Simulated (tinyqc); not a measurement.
Inside a calculation. Method: sp3 tight binding, zinc-blende lattice. Computed by tinyqc, a small Python program that keeps every step. Command: `OMP_NUM_THREADS=1 python tinyqc.py 24292 24293 out.jsonl` (the two numbers bound the seeds that draw the settings). One thread of a shared host (Intel(R) Xeon(R) Processor @ 2.60GHz), about 0.01 s of CPU time with the checks.

## Bloch Hamiltonian at k

Parameters chosen for this model: zinc-blende lattice, anion at 0, cation at a/4 (1,1,1); V = eta hbar^2 / (m d^2), hbar^2/m = 7.619964 eV angstrom^2:
```
parameter          value      unit
a               4.050000  angstrom
d               1.753701  angstrom
Es anion      -20.650000        eV
Ep anion       -8.480000        eV
Es cation     -11.500000        eV
Ep cation      -3.700000        eV
eta ss         -1.320000
eta sp          1.420000
eta pp sigma    2.220000
eta pp pi      -0.630000
V ss           -3.270510        eV
V sp            3.518276        eV
V pp sigma      5.500404        eV
V pp pi        -1.560925        eV
```

k point k (2 pi / a): [0.310000, 0.740000, -0.650000]

Slater-Koster rules over the four bonds with direction cosines (l, m, n): ss V_ss; s-px l V_sp; px-s -l V_sp; px-px l^2 V_pps + (1 - l^2) V_ppp; px-py l m (V_pps - V_ppp); each times exp(i k.d).

H(k) at k (eV), order a s, a px, a py, a pz, c s, c px, c py, c pz:
$$\begin{pmatrix}
-20.650000 & 0.000000 & 0.000000 & 0.000000 & -2.399109-4.790144i & 5.618997+0.788946i & 1.287443+3.443326i & -1.823147-2.431557i \\
0.000000 & -8.480000 & 0.000000 & 0.000000 & -5.618997-0.788946i & 0.581602+1.161247i & -2.112602-2.817607i & 1.491846+3.990010i \\
0.000000 & 0.000000 & -8.480000 & 0.000000 & -1.287443-3.443326i & -2.112602-2.817607i & 0.581602+1.161247i & 6.511105+0.914204i \\
0.000000 & 0.000000 & 0.000000 & -8.480000 & 1.823147+2.431557i & 1.491846+3.990010i & 6.511105+0.914204i & 0.581602+1.161247i \\
-2.399109+4.790144i & -5.618997+0.788946i & -1.287443+3.443326i & 1.823147-2.431557i & -11.500000 & 0.000000 & 0.000000 & 0.000000 \\
5.618997-0.788946i & 0.581602-1.161247i & -2.112602+2.817607i & 1.491846-3.990010i & 0.000000 & -3.700000 & 0.000000 & 0.000000 \\
1.287443-3.443326i & -2.112602+2.817607i & 0.581602-1.161247i & 6.511105-0.914204i & 0.000000 & 0.000000 & -3.700000 & 0.000000 \\
-1.823147+2.431557i & 1.491846-3.990010i & 6.511105-0.914204i & 0.581602-1.161247i & 0.000000 & 0.000000 & 0.000000 & -3.700000
\end{pmatrix}$$

## Levels at k

Diagonalise the Hermitian matrix.

eigenvalues (eV): [-25.442058, -18.094968, -14.327156, -13.872504, -2.702882, 0.114467, 1.755353, 3.879748]

weights |c|^2 of the basis functions, order a s, a px, a py, a pz, c s, c px, c py, c pz:
$$\begin{pmatrix}
0.757162 & 0.042292 & 0.021816 & 0.002950 & 0.119426 & 0.043099 & 0.000498 & 0.012758 \\
0.010988 & 0.170426 & 0.256574 & 0.093013 & 0.198564 & 0.173781 & 0.004004 & 0.092652 \\
0.000670 & 0.155592 & 0.296243 & 0.142962 & 0.076603 & 0.045544 & 0.147672 & 0.134714 \\
0.000878 & 0.153517 & 0.054162 & 0.412385 & 0.026006 & 0.017865 & 0.195440 & 0.139748 \\
0.149519 & 0.305211 & 0.068423 & 0.009073 & 0.423786 & 0.024120 & 0.000641 & 0.019227 \\
0.048940 & 0.038864 & 0.109450 & 0.042927 & 0.092030 & 0.508340 & 0.007566 & 0.151883 \\
0.017583 & 0.072628 & 0.122546 & 0.102306 & 0.046568 & 0.137336 & 0.281129 & 0.219904 \\
0.014260 & 0.061471 & 0.070786 & 0.194385 & 0.017019 & 0.049915 & 0.363050 & 0.229114
\end{pmatrix}$$

## Bloch Hamiltonian at X

k point X (2 pi / a): [1, 0, 0]

As before.

H(k) at X (eV), order a s, a px, a py, a pz, c s, c px, c py, c pz:
$$\begin{pmatrix}
-20.650000 & 0.000000 & 0.000000 & 0.000000 & 0.000000 & 0.000000+8.125111i & 0.000000 & 0.000000 \\
0.000000 & -8.480000 & 0.000000 & 0.000000 & 0.000000-8.125111i & 0.000000 & 0.000000 & 0.000000 \\
0.000000 & 0.000000 & -8.480000 & 0.000000 & 0.000000 & 0.000000 & 0.000000 & 0.000000+9.415106i \\
0.000000 & 0.000000 & 0.000000 & -8.480000 & 0.000000 & 0.000000 & 0.000000+9.415106i & 0.000000 \\
0.000000 & 0.000000+8.125111i & 0.000000 & 0.000000 & -11.500000 & 0.000000 & 0.000000 & 0.000000 \\
0.000000-8.125111i & 0.000000 & 0.000000 & 0.000000 & 0.000000 & -3.700000 & 0.000000 & 0.000000 \\
0.000000 & 0.000000 & 0.000000 & 0.000000-9.415106i & 0.000000 & 0.000000 & -3.700000 & 0.000000 \\
0.000000 & 0.000000 & 0.000000-9.415106i & 0.000000 & 0.000000 & 0.000000 & 0.000000 & -3.700000
\end{pmatrix}$$

## Levels at X

As before.

eigenvalues (eV): [-23.915658, -18.254232, -15.803718, -15.803718, -1.725768, -0.434342, 3.623718, 3.623718]

## Bands along a path

The same steps at evenly spaced points between the labelled ones.

Bands along the path (eV):
```
k             band 1      band 2      band 3      band 4     band 5     band 6     band 7     band 8
L         -25.897748  -18.740663  -12.821802  -12.821802  -3.623416   0.641802   0.641802   3.931827
L-G 0.33  -27.289751  -16.610800  -12.248761  -12.248761  -3.280364   0.068761   0.068761   2.850915
L-G 0.67  -29.183620  -12.614373  -10.902143  -10.902143  -2.610073  -1.277857  -1.277857   0.078066
G         -29.933948  -10.061134  -10.061134  -10.061134  -2.216052  -2.118866  -2.118866  -2.118866
G-X 0.33  -28.923193  -12.041177  -12.041177  -11.759578  -2.369901  -1.277329  -0.138823  -0.138823
G-X 0.67  -26.234640  -15.502805  -14.733478  -14.733478  -1.992707  -0.599848   2.553478   2.553478
X         -23.915658  -18.254232  -15.803718  -15.803718  -1.725768  -0.434342   3.623718   3.623718
X-W 0.33  -23.915658  -18.254232  -15.803718  -15.803718  -1.725768  -0.434342   3.623718   3.623718
X-W 0.67  -23.915658  -18.254232  -15.803718  -15.803718  -1.725768  -0.434342   3.623718   3.623718
W         -23.915658  -18.254232  -15.803718  -15.803718  -1.725768  -0.434342   3.623718   3.623718
```

With 4 band(s) filled, the highest filled level on these points lies at G and the lowest empty one at L: a gap of 6.4377 eV, indirect.
